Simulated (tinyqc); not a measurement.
What moves the results: static screening by free carriers. A value that a table varies takes the place of the one given here.

kF = (3 pi^2 n/Mv)^(1/3), EF = c kF^2/m with c = hbar^2/2m0, n in 1/angstrom^3 (1e-24 per 1/cm^3), e2 = e^2/(4 pi eps0). Thomas-Fermi: qTF^2 = 6 pi e2 n/(eps EF). Debye: qD^2 = 4 pi e2 n/(eps kB T).

F_j(eta) = (1/Gamma(j + 1)) integral_0^infinity x^j dx/(1 + exp(x - eta)), which tends to exp(eta) for eta << 0.

At finite T: qs^2 = qD^2 F_-1/2(eta)/F_1/2(eta), where n = Mv N F_1/2(eta) and N = 2 (m kB T/(4 pi c))^(3/2) with c = hbar^2/2m0, in 1/angstrom^3; times 1e24 for 1/cm^3.

Donor in the screened potential -(e2/eps) exp(-qs r)/r with the trial function exp(-r/a): E(a) = c/(m a^2) - (e2/eps) 4/(a (2 + qs a)^2), e2 = e^2/(4 pi eps0), c = hbar^2/2m0; isotropic mass.

Lindhard at zero temperature: eps(q)/eps = 1 + (qTF/q)^2 L(x), x = q/(2 kF), L(x) = 1/2 + ((1 - x^2)/(4x)) ln|(1 + x)/(1 - x)|.

Constants: hbar^2/2m0 = 3.80998211 eV angstrom^2; e^2/(4 pi eps0) = 14.39964547 eV angstrom; kB = 8.617333262e-05 eV/K; a0 (Bohr radius) = 0.5291772105 angstrom.

Inputs chosen for the exercise (near those of Si; the results hold for these values, not for the real material):

| symbol | value | unit | meaning |
|---|---|---|---|
| m | 0.3163 | m0 | mass of one isotropic valley |
| Mv | 6 |  | valleys |
| eps | 12 |  | background dielectric constant |
| T | 77 | K |  |
| n | 1.8e+18 | 1/cm^3 | carrier density |

## Screening unbinds the donor

All carriers n are taken as free and screen with qs(T); E(a) is minimised over a; a dash marks no bound state. aB = a0 eps/m.

Donor level:

| n (1/cm^3) | n^(1/3) aB | qs aB | E (meV) | a/aB |
|---|---|---|---|---|
| 1.0e+15 | 0.020 | 0.030 | -28.12 | 1.001 |
| 8.0e+15 | 0.040 | 0.086 | -25.08 | 1.005 |
| 4.0e+16 | 0.069 | 0.191 | -19.93 | 1.023 |
| 1.0e+17 | 0.093 | 0.301 | -15.34 | 1.054 |
| 3.0e+17 | 0.134 | 0.516 | -8.30 | 1.155 |
| 8.0e+17 | 0.186 | 0.823 | -1.95 | 1.468 |
| 2.0e+18 | 0.253 | 1.236 | - | - |
| 5.0e+18 | 0.343 | 1.754 | - | - |

aB = 20.1 angstrom

What can be read from the table?

The level rises from -28.12 meV at the lowest density to -1.95 meV at 8e+17 1/cm^3, against -29.89 meV unscreened. The trial function finds no bound state from 2e+18 1/cm^3 on, where qs aB = 1.24 and n^(1/3) aB = 0.25. This trial function loses binding at qs aB = 1 and the exact Yukawa problem at 1.19; the Mott rule of thumb is n^(1/3) aB = 0.26.

## From Debye to Thomas-Fermi

Screening lengths (angstrom):

| n (1/cm^3) | eta | Debye | Thomas-Fermi | finite T |
|---|---|---|---|---|
| 1.0e+16 | -5.85 | 209.8 | 26.77 | 209.9 |
| 7.0e+16 | -3.90 | 79.29 | 19.35 | 79.57 |
| 3.0e+17 | -2.42 | 38.30 | 15.18 | 38.88 |
| 1.0e+18 | -1.15 | 20.98 | 12.42 | 22.01 |
| 5.0e+18 | 0.86 | 9.381 | 9.501 | 11.45 |
| 2.0e+19 | 3.64 | 4.691 | 7.541 | 7.809 |
| 7.0e+19 | 8.84 | 2.507 | 6.120 | 6.154 |
| 2.0e+20 | 17.95 | 1.483 | 5.138 | 5.144 |

What can be read from the table?

Debye is within 5 % of the finite-T length up to 1e+18 1/cm^3 of the densities listed and Thomas-Fermi from 2e+19 on. The length goes as n^-0.50 at the low end and n^-0.17 at the high end, against the limits -1/2 and -1/6. Both limits give too short a length.

## Static response in three, two and one dimensions

kF = 0.0207100 1/angstrom
qTF = 0.0887727 1/angstrom

x = q/(2 kF). Response over its long-wave value: L3 as above; L2 = 1 for x <= 1 and 1 - sqrt(1 - 1/x^2) beyond; L1 = ln|(1 + x)/(1 - x)|/(2x).

Response:

| x | L3 | L2 | L1 | eps(q)/eps, Lindhard 3D | Thomas-Fermi |
|---|---|---|---|---|---|
| 0.099 | 0.997 | 1.000 | 1.003 | 468.1 | 469.7 |
| 0.298 | 0.970 | 1.000 | 1.031 | 51.17 | 52.73 |
| 0.497 | 0.913 | 1.000 | 1.097 | 17.98 | 19.60 |
| 0.696 | 0.818 | 1.000 | 1.235 | 8.760 | 10.48 |
| 0.895 | 0.661 | 1.000 | 1.616 | 4.789 | 6.734 |
| 0.975 | 0.555 | 1.000 | 2.241 | 3.683 | 5.832 |
| 1.015 | 0.464 | 0.829 | 2.414 | 3.067 | 5.459 |
| 1.094 | 0.360 | 0.594 | 1.418 | 2.383 | 4.838 |
| 1.293 | 0.233 | 0.366 | 0.796 | 1.639 | 3.748 |
| 1.592 | 0.144 | 0.222 | 0.464 | 1.261 | 2.812 |
| 2.189 | 0.073 | 0.110 | 0.225 | 1.070 | 1.959 |

How do the results move?

Next to x = 1 the table has L3 = 0.555 and 0.464, L2 = 1.000 and 0.829, L1 = 2.241 and 2.414: an infinite slope in 3D, a kink in 2D and a logarithmic peak in 1D, where the whole Fermi surface is joined by 2 kF. These features give Friedel oscillations of period pi/kF = 152 angstrom at zero temperature; they wash out once kT nears EF, so this table, for T = 0, describes the gas only where EF is well above kT. Thomas-Fermi overstates eps(q) by 9.0 % at x = 0.497 and by 123.0 % at x = 1.592.

## What sets the screening length

All results formed anew. Each row changes one parameter from the base and keeps the others.

Results:

| case | Debye (angstrom) | Thomas-Fermi (angstrom) | finite T (angstrom) |
|---|---|---|---|
| base | 15.64 | 11.26 | 16.99 |
| n = 3.6e+18 1/cm^3 | 11.06 | 10.04 | 12.87 |
| m = 0.4112 m0 | 15.64 | 9.880 | 16.56 |
| eps = 14.4 | 17.13 | 12.34 | 18.61 |
| T = 137 K | 20.86 | 11.26 | 21.64 |
| Mv = 7 | 15.64 | 10.70 | 16.80 |

What does this show?

The largest shifts from the base row, up to three for each result and ties (the steps differ in size, so this ranks the rows, not the parameters). Debye (angstrom): T +5.22, n -4.58, eps +1.49; unchanged at the printed digits by m and Mv. Thomas-Fermi (angstrom): m -1.39, n -1.23, eps +1.08; unchanged at the printed digits by T. finite T (angstrom): T +4.65, n -4.11, eps +1.62.

Program tinyqc; command `OMP_NUM_THREADS=1 python tinyqc.py 1682173 1682174 out.jsonl`; about 0.01 s on one thread of a shared Intel(R) Xeon(R) Processor @ 2.30GHz.
